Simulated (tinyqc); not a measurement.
From magnetoresistance MR back to magnetic field B: Hall factor, magnetoresistance and optical conductivity for a power-law relaxation time. Computed by tinyqc, a small Python program. Command: `OMP_NUM_THREADS=1 python tinyqc.py 3006609 3006610 out.jsonl magneto inv`. One thread of a shared host (Intel(R) Xeon(R) Processor @ 2.30GHz), about 0.01 s of CPU time with the checks.

One spherical parabolic band, tau(E) = tau_0 x^s with x = E/(k_B T). Landau quantisation is left out.

Inputs (values chosen for the exercise, with a mass close to that of electrons in InAs):

| quantity | value | unit |
|---|---|---|
| effective mass m | 0.024 | m_0 |
| exponent s | 1.5 | - |
| tau_0 | 370 | fs |
| reduced Fermi level eta | -5 | - |
| temperature T | 77 | K |

Constants: m_0 = 9.1093837015e-31 kg; k_B = 1.380649e-23 J/K; hbar = 1.054571817e-34 J s; e = 1.602176634e-19 C.

Method:
- <y> = int y x^(3/2) f (1 - f) dx / int x^(3/2) f (1 - f) dx, f = 1/(1 + exp(x - eta)).
- Integrals over x = E/(k_B T) use 160 Gauss-Legendre points in u = sqrt(x) from 0 to sqrt(max(eta, 0) + 45).
- n = (2 m k_B T)^(3/2)/(3 pi^2 hbar^3) int x^(3/2) f (1 - f) dx; moments in units of tau_0.
- mu = e <tau>/m; weak field r_H = <tau^2>/<tau>^2 and MR = c (mu B)^2, c = <tau^3>/<tau>^3 - r_H^2; strong field r_H = 1 and MR = <tau> <1/tau> - 1.
- With w_c = e B/m: sigma_xx = (n e^2/m) <tau/(1 + w_c^2 tau^2)>, sigma_xy = (n e^2/m) <w_c tau^2/(1 + w_c^2 tau^2)>; r_H = (n e/B) sigma_xy/(sigma_xx^2 + sigma_xy^2); MR = sigma_0 sigma_xx/(sigma_xx^2 + sigma_xy^2) - 1, sigma_0 = n e^2 <tau>/m.

Question. A run gave the result below. Find the magnetic field B, known to lie between 0.023 and 0.068 T.

magnetoresistance MR = 17.42318 %

Answer.

Each step takes the trial c = (a f_b - b f_a)/(f_b - f_a), f being the result less the target and a, b, c the logarithms of the listed values; c replaces end b, the old b replaces a if the sign of f changed, and otherwise f_a is halved.

Scan of the range:

| magnetic field B (T) | magnetoresistance MR (%) |
|---|---|
| 0.0230 | 8.1576 |
| 0.0276 | 10.1979 |
| 0.0330 | 12.5270 |
| 0.0395 | 15.2181 |
| 0.0474 | 18.3185 |
| 0.0568 | 21.7769 |
| 0.0680 | 25.6033 |

False position (Illinois rule, in the logarithm of the input) inside the bracket:

| step | end a | end b | trial | magnetoresistance MR (%) |
|---|---|---|---|---|
| 1 | 0.0395000 | 0.0474000 | 0.0449689 | 17.3840 |
| 2 | 0.0474000 | 0.0449689 | 0.0450683 | 17.4225 |
| 3 | 0.0474000 | 0.0450683 | 0.0450716 | 17.4238 |
| 4 | 0.0450683 | 0.0450716 | 0.0450700 | 17.4232 |

Magnetoresistance MR rises at every point of a 13-point scan of the range (every second point is shown), so one value fits; it is bracketed by 0.0395 and 0.0474. Answer: magnetic field B = 0.04507 T.
